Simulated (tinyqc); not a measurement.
Worked calculation: Born-Oppenheimer dynamics on the unrestricted LDA (VWN5)/sto-3g surface (energies and gradients from PySCF), for H3, spin multiplicity 2. Computed by tinyqc, a small Python program that keeps every step (integrals from PySCF). Settings: charge = 0, multiplicity = 2, basis = sto-3g, functional = lda,vwn, time step (fs) = 1.0, steps = 16. Command: `OMP_NUM_THREADS=1 python tinyqc.py 20462 20463 out.jsonl` (the two numbers bound the seeds that draw the settings). One thread of a shared host (Intel(R) Xeon(R) Processor @ 2.60GHz), about 5 s of CPU time with the checks.

## Velocity Verlet step 1

positions (bohr):
```
,x,y,z
1H,0.020787,-0.047243,-0.126612
2H,0.052912,0.043464,1.430523
3H,-0.017008,-0.037795,-1.536347
```

velocities (bohr per atomic time unit):
```
,x,y,z
1H,0.000003333,-0.000060333,-0.000086667
2H,0.000060333,0.000101667,-0.000067667
3H,-0.000063667,-0.000041333,0.000154333
```

gradient (hartree/bohr):
```
,x,y,z
1H,-0.00080937,0.00090357,-0.02764102
2H,-0.00198249,-0.00268302,-0.08549940
3H,0.00279186,0.00177945,0.11314041
```

masses (electron masses): 1H 1837.152588, 2H 1837.152588, 3H 1837.152588

gradient after step 1 (hartree/bohr):
```
,x,y,z
1H,-0.00051554,0.00024312,-0.01745881
2H,-0.00175467,-0.00209404,-0.06949705
3H,0.00227021,0.00185091,0.08695587
```

dt = 1 fs = 41.3414 atomic units; x' = x + v dt - g dt^2 / (2m); after the new gradient g', v' = v - (g + g') dt / (2m).

positions after step 1 (bohr):
```
,x,y,z
1H,0.021301,-0.050158,-0.117337
2H,0.056329,0.048915,1.467495
3H,-0.020938,-0.040331,-1.582594
```

velocities after step 1 (bohr per atomic time unit):
```
,x,y,z
1H,0.000018240,-0.000073235,0.000420773
2H,0.000102382,0.000155416,0.001676273
3H,-0.000120622,-0.000082180,-0.002097046
```

## Velocity Verlet step 2

gradient after step 2 (hartree/bohr):
```
,x,y,z
1H,0.00006460,-0.00144544,-0.00252753
2H,-0.00092438,-0.00025589,-0.03170959
3H,0.00085977,0.00170132,0.03423713
```

As before.

positions after step 2 (bohr):
```
,x,y,z
1H,0.022295,-0.053298,-0.091821
2H,0.061378,0.056314,1.569122
3H,-0.026981,-0.044589,-1.709737
```

velocities after step 2 (bohr per atomic time unit):
```
,x,y,z
1H,0.000023314,-0.000059707,0.000645649
2H,0.000132525,0.000181856,0.002814997
3H,-0.000155839,-0.000122148,-0.003460647
```

## Energy conservation

The total energy should stay constant up to terms of order dt^2; the step counts as short enough if it moves by less than 2 % of the largest kinetic energy.

Trajectory:
```
time (fs),1H-2H (angstrom),potential (hartree),kinetic (hartree),total (hartree)
0.000000,0.825572,-1.53570065,0.00005447,-1.53564618
1.000000,0.840499,-1.54341461,0.00683988,-1.53657473
2.000000,0.881088,-1.55618474,0.01874915,-1.53743559
3.000000,0.935988,-1.55976746,0.02252885,-1.53723861
4.000000,0.987588,-1.55465291,0.01788294,-1.53676997
5.000000,1.018921,-1.54702159,0.01062780,-1.53639380
6.000000,1.015155,-1.54253208,0.00640909,-1.53612299
7.000000,0.962598,-1.54534349,0.00929180,-1.53605169
8.000000,0.851730,-1.55583554,0.01873520,-1.53710034
9.000000,0.696815,-1.55719998,0.01738808,-1.53981190
10.000000,0.595480,-1.53374642,0.00187938,-1.53186704
11.000000,0.701419,-1.55780400,0.01796367,-1.53984033
12.000000,0.853311,-1.55376615,0.01664481,-1.53712134
13.000000,0.950282,-1.54026989,0.00429689,-1.53597300
14.000000,0.966901,-1.53704488,0.00123592,-1.53580896
15.000000,0.899086,-1.54708702,0.01072402,-1.53636300
16.000000,0.758190,-1.55950719,0.02035465,-1.53915253
```

The total energy moves within 8.0e-03 hartree; that is over 2 % of the largest kinetic energy, so the time step is too long.
